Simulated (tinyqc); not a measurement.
Bound state in one dimension: Numerov shooting, finite differences, DVR, step by step. Computed by tinyqc, a small Python program that keeps every step. Settings: points = 48. Command: `OMP_NUM_THREADS=1 python tinyqc.py 21410 21411 out.jsonl` (the two numbers bound the seeds that draw the settings). One thread of a shared host (Intel(R) Xeon(R) Processor @ 2.60GHz), about 0.01 s of CPU time with the checks.

## Numerov steps at E = 0.1

One particle of mass 1 in V = 3.87 (x^2 - 1.53^2)^2 / 1.53^4 (atomic units), psi = 0 at both ends:
```
parameter                 value
left end              -3.400000
right end              3.400000
intervals                    48
h                      0.141667
state sought (nodes)          2
```

k_i = 2 m (E - V_i); (1 + h^2 k_(i+1)/12) y_(i+1) = 2 (1 - 5 h^2 k_i/12) y_i - (1 + h^2 k_(i-1)/12) y_(i-1), from y_0 = 0, y_1 = 0.001.

Points along the way:
```
i           x          V            k          y
0   -3.400000  60.023635  -119.847270   0.000000
1   -3.258333  48.369211   -96.538422   0.001000
2   -3.116667  38.388370   -76.576741   0.004145
3   -2.975000  29.927506   -59.655012   0.014176
4   -2.833333  22.839839   -45.479677   0.042081
5   -2.691667  16.985416   -33.770831   0.109600
16  -1.133333   0.788220    -1.376441   9.128048
17  -0.991667   1.301437    -2.402874  10.590926
18  -0.850000   1.849767    -3.499534  12.574027
19  -0.708333   2.388835    -4.577669  15.453938
20  -0.566667   2.881092    -5.562185  19.774540
21  -0.425000   3.295819    -6.391638  26.334490
```

## Bisection on the node count

With more sign changes than the state has nodes (the last point included) the energy is too high, else too low; the bracket starts as 0.1 to 12.

Trials:
```
trial           E  sign changes  y at the right end   next
1      6.05000000             4            2.26e+02  lower
2      3.07500000             2            7.29e+03  raise
3      4.56250000             3           -3.14e+02  lower
4      3.81875000             2            7.46e+02  raise
5      4.19062500             3           -2.39e+02  lower
6      4.00468750             2            9.75e+01  raise
7      4.09765625             3           -1.05e+02  lower
8      4.05117187             3           -1.27e+01  lower
9      4.02792969             2            4.01e+01  raise
10     4.03955078             2            1.31e+01  raise
11     4.04536133             2            8.74e-02  raise
12     4.04826660             3           -6.32e+00  lower
13     4.04681396             3           -3.13e+00  lower
14     4.04608765             3           -1.52e+00  lower
...           ...           ...                 ...    ...
29     4.04540076             3           -8.79e-06  lower
30     4.04540075             2            1.58e-05  raise
31     4.04540076             2            3.49e-06  raise
```

eigenvalue = 4.04540076 hartree

## The same grid by other methods

Three-point finite differences and the sine-DVR kinetic matrix of Colbert and Miller on the same points.

Lowest levels (hartree):
```
state  finite differences       DVR
0                1.651647  1.658069
1                1.716389  1.723206
2                4.031695  4.045552
3                4.978968  5.016131
4                6.779667  6.853832
```
